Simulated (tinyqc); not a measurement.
Changing the substrate thickness t_S: elastic strain and critical thickness of a cubic alloy layer A(1-x)B(x) on a thick substrate. Computed by tinyqc, a small Python program. Command: `OMP_NUM_THREADS=1 python tinyqc.py 3006829 3006830 out.jsonl misfit sweep`. One thread of a shared host (Intel(R) Xeon(R) Processor @ 2.30GHz), about 0.01 s of CPU time with the checks.

Strain is positive in tension. The layer is coherent with the substrate unless said otherwise.

Inputs (values chosen for the exercise, modelled on Si(1-x)Ge(x) on Si):
```
quantity,value,unit
fraction x of B,0.43,-
lattice constant a_A,5.431,angstrom
lattice constant a_B,5.658,angstrom
substrate lattice constant a_S,5.431,angstrom
layer thickness h,3.3,nm
biaxial modulus of the substrate M_S,189,GPa
wafer diameter W,300,mm
```

Growth plane: (001).

C11, C12, C44 of A (GPa): [167.9, 64.26, 80.35]

C11, C12, C44 of B (GPa): [128.4, 48.17, 68.04]

Method:
- a = (1 - x) a_A + x a_B, the same rule for each C_ij; misfit f = (a_S - a)/a, the in-plane strain of the coherent layer.
- (001): D = 2 C12/C11, M = C11 + C12 - 2 C12^2/C11. The free surface carries no normal stress, so e_perp = -D f; dV/V = 2 f + e_perp; stress = M f; energy per area = M f^2 h (1 GPa nm = 1 J/m^2).
- Stoney: curvature = 6 |stress| h/(M_S t_S^2); radius = 1/curvature; bow = curvature W^2/8.

One run for each value:
```
substrate thickness t_S (micrometre),curvature (1/m),radius of curvature (m),bow (micrometre)
100,0.03046,33,342.7
150,0.01354,74,152.3
220,0.00629,159,70.8
320,0.00297,336,33.5
460,0.00144,695,16.2
680,0.00066,1518,7.4
1000,0.00030,3283,3.4
```

Over the rows, curvature (1/m) falls from 0.0305 to 3.05e-4 (exponent d ln y / d ln x about -2.0 throughout); radius of curvature (m) rises from 32.8 to 3280 (exponent d ln y / d ln x about 2.0 throughout); bow (micrometre) falls from 343 to 3.43 (exponent d ln y / d ln x about -2.0 throughout). The exponent of curvature stays at -2: the bending stiffness grows as t^3 and the lever arm as t.

Caution (rows 100, 150, 220): a bow above a fifth of the wafer thickness is beyond Stoney's small-deflection limit.
